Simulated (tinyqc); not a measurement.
MOS structure on a p-type body, non-linear Poisson equation by Newton steps: one step of the calculation.

One dimension, insulator interface at x = 0, acceptor density Na, uniform, net doping C = -(acceptor density). psi is counted from the intrinsic level: n = ni exp((psi - Vb)/Vt), p = ni exp(-psi/Vt); deep in the body psi_b = -Vt ln(Na/ni). The gate acts through Cox = eps0 eox/tox and has the potential psi_G = Vg - (phiM - chi - Vt ln(Nc/ni)). Boltzmann statistics, full ionisation, classical densities, no oxide or interface charge.

Problem. Converged densities and sheet charges. n and p as above; box widths w_i (half boxes at both ends); band bending psi_0 - psi_b; N_inv = sum w n; N_dep = -sum w (p + C); centroid sum w n x/N_inv; gate charge Cox (psi_G - psi_0)/q.

Values chosen for this exercise; band and dielectric values close to those of germanium: temperature T = 300 K; band gap Eg = 0.656 eV; conduction-band density of states at T Nc = 1.04e19 cm^-3; valence-band density of states at T Nv = 5.92e18 cm^-3; electron affinity chi = 4.07 eV; relative permittivity of the gate insulator (close to silicon dioxide) eox = 3.9; insulator thickness tox = 7.2 nm; gate work function phiM = 4.65 eV; electron quasi-Fermi potential against the body Vb = 0.8 V; gate voltage against the body Vg = 2.59 V.

Constants: q = 1.602176634e-19 C, kB = 1.380649e-23 J/K, Vt = kB T/q, eps0 = 8.8541878128e-14 F/cm where lengths are in cm. Results are converted to the units shown.

```
node  x (nm)  converged psi (V)  net doping C (cm^-3)
0          0         0.87309081               -9.6e17
1        0.8         0.83405445               -9.6e17
2       1.88         0.78244408               -9.6e17
3       3.35         0.71420642               -9.6e17
4       5.33         0.62595693               -9.6e17
5       8.02         0.51279772               -9.6e17
6       11.7         0.37056081               -9.6e17
7       16.6         0.20371018               -9.6e17
8       23.2         0.01966653               -9.6e17
9       32.3        -0.15749151               -9.6e17
10      44.5        -0.25723166               -9.6e17
11        61        -0.27257104               -9.6e17
12      83.4        -0.27364531               -9.6e17
13       114        -0.27368771               -9.6e17
```

ni = 2.4239298e13 cm^-3

Give: n; p; band bending; N_inv; N_dep; centroid of the electrons; gate charge over q.

Solution.

```
node  n (cm^-3)  p (cm^-3)
0      4.096e14    0.05215
1      9.049e13     0.2361
2      1.229e13      1.738
3      8.775e11      24.34
4      2.889e10      739.4
5       3.629e8    5.887e4
6       1.480e6    1.443e7
7          2330    9.169e9
8         1.886   1.133e13
9      0.001992   1.072e16
10     4.205e-5   5.080e17
11     2.323e-5   9.194e17
12     2.229e-5   9.584e17
13     2.225e-5   9.600e17
```

band bending = 1.147 V
N_inv = 2.662e7 cm^-2
N_dep = 4.407e12 cm^-2
centroid of the electrons = 0.3868 nm
gate charge over q = 4.407e12 cm^-2

N_inv + N_dep is within 0.01 % of the gate charge.

Program tinyqc, `OMP_NUM_THREADS=1 python tinyqc.py 2080051 2080052 out.jsonl`; Intel Xeon 2.30GHz, shared host, one thread, about 0.4 s.
